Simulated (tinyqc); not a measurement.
Thickness, silicon consumed, volume change, sheet resistance: thermodynamics of metal silicides: hull, first phase, silicon consumed, nucleation and stability against SiO2. Computed by tinyqc, a small Python program. Command: `OMP_NUM_THREADS=1 python tinyqc.py 3020208 3020209 out.jsonl silphase walk`. One thread of a shared host (Intel(R) Xeon(R) Processor @ 2.30GHz), about 0.01 s of CPU time with the checks.

Entropies of formation of the solids are neglected, so heats stand for free energies. Si fractions: M5Si3 0.3750, MSi 0.5000, MSi2 0.6667.

Inputs (values chosen for the exercise, of the order of those of titanium silicides for heats and volumes only): molar volume of M = 10.64 cm^3/mol; molar volume of Si = 12.06 cm^3/mol; metal thickness t = 5.5 nm.

Phases: M5Si3, MSi, MSi2.

volumes of the three phases per mole of M (cm^3/mol): 14.8  18.3  26.2

resistivities of the three phases (microohm cm): 60  20  24

Method. Per phase M_a Si_b, for ample silicon (not limited to t_Si): silicide thickness = t V/V_M; silicon consumed = t (b/a) V_Si/V_M; net volume change = V/(V_M + (b/a) V_Si) - 1; the top surface lies (silicide thickness - silicon consumed) above the old interface; sheet resistance = resistivity/thickness.

Films:
```
phase  thickness (nm)  Si consumed (nm)  volume change (%)  top above old interface (nm)  sheet resistance (ohm)
M5Si3           7.650             3.740            -17.207                        3.9100                  78.428
MSi             9.460             6.234            -19.383                        3.2256                  21.143
MSi2           13.543            12.468            -24.626                        1.0752                  17.721
```

silicon consumed by MSi = 6.2340 nm

sheet resistance of MSi = 21.143 ohm

For a given sheet resistance the silicon consumed goes as resistivity x (b/a)/V: M5Si3 2.43, MSi 1.09, MSi2 1.83. It is least for MSi, which matters on shallow junctions and thin silicon. All three reactions shrink the total volume.

Extremes, crossings and ranges named in words are read from the listed rows.
